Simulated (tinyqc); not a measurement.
Inside a calculation: Gamma, L and X subbands of a thin body with non-parabolic valleys. Values are carried at full precision from step to step, so a last printed digit may differ when a step is redone from the rounded ones.

Hard walls, flat band, c = hbar^2/2m0, energies from the bulk Gamma edge. For a valley at angle theta to the normal 1/m_z = cos^2/ml + sin^2/mt and m_d = sqrt(ml mt^2/m_z). Subband n starts at E_v + e with e (1 + a e) = c (n pi/t)^2/m_z, and its density-of-states mass is taken as m_d (1 + 2 a e), without further growth at higher in-plane energy. Groups are named by valley and degeneracy.

Constants: hbar^2/2m0 = 3.80998211 eV angstrom^2; kB = 8.617333262e-05 eV/K.

Inputs chosen for the exercise (near those of a thin GaSb channel; the results hold for these values, not for the real material):
- face = 110 (surface)
- mG = 0.0394 m0 (Gamma mass)
- aG = 1.12 1/eV (Gamma non-parabolicity)
- EL = 0.059 eV (L edge above Gamma)
- mL = (1.257, 0.101) m0 (L valleys (four, along <111>): ml, mt)
- EX = 0.334 eV (X edge above Gamma)
- mX = (1.46, 0.213) m0 (X valleys (three, along <100>): ml, mt)
- aS = 0.66 1/eV (non-parabolicity of L and X)
- t = 50 angstrom (body thickness)
- Ns = 10 x 1e12/cm^2 (sheet density)
- T = 300 K (temperature)
- eot = 13 angstrom (equivalent oxide thickness)

## Valley groups

List degeneracy, edge, m_z, m_d and a.

Groups:
```
group  g  E_v (eV)     m_z     m_d  a (1/eV)
G1     1     0.000  0.0394  0.0394      1.12
L2     2     0.059  0.2610  0.2216      0.66
L2'    2     0.059  0.1010  0.3563      0.66
X2     2     0.334  0.3718  0.4221      0.66
X1     1     0.334  0.2130  0.5577      0.66
```

## Subband edges

n = 1 to 8 for each group; list the ten lowest.

Subbands:
```
subband  g  E (eV)  DOS mass
L2 n=1   2  0.1146    0.2379
L2' n=1  2  0.1956    0.4206
L2 n=2   2  0.2622    0.2811
G1 n=1   1  0.2885    0.0649
X2 n=1   2  0.3734    0.4441
X1 n=1   1  0.4016    0.6074
L2 n=3   2  0.4675    0.3411
X2 n=2   2  0.4815    0.5043
L2' n=2  2  0.5165    0.5715
X1 n=2   1  0.5774    0.7368
```

The lowest subband is L2 n=1, 81 meV below L2' n=1; in the bulk the lowest valley is Gamma.

## Filling and quantum capacitance

n_i = g m/(2 pi c) kB T ln(1 + exp((EF - E_i)/kB T)), sum n_i = Ns (1e12/cm^2 = 1e-4/angstrom^2), c = hbar^2/2m0. Quantum capacitance Cq = 1602.176634 sum g m/(2 pi c) f_i in microfarad/cm^2 with f_i = 1/(1 + exp((E_i - EF)/kB T)); Cox = 34.5313/eot (one gate); C/Cox = Cq/(Cq + Cox), the centroid term left out.

Over the ten listed subbands, named by valley (G, L, X), degeneracy and number.

EF = 0.1513 eV

n_i in the order of the list (1e12/cm^2): [8.408, 1.504, 0.083, 0.003, 0.002, 0.000, 0.000, 0.000, 0.000, 0.000]

Cq = 34.78 microfarad/cm^2
Cox = 2.656 microfarad/cm^2
C/Cox = 0.929

EF lies 37 meV above the lowest edge; Gamma holds 0 % of the electrons. The density of states is ample: only 7 % of the gate capacitance is lost.

## Checks

- Cq against the slope dNs/dEF by finite differences, microfarad/cm^2: both 34.78.

tinyqc: `OMP_NUM_THREADS=1 python tinyqc.py 1282289 1282290 out.jsonl`; about 0.05 s, one thread, shared Intel(R) Xeon(R) Processor @ 2.30GHz.
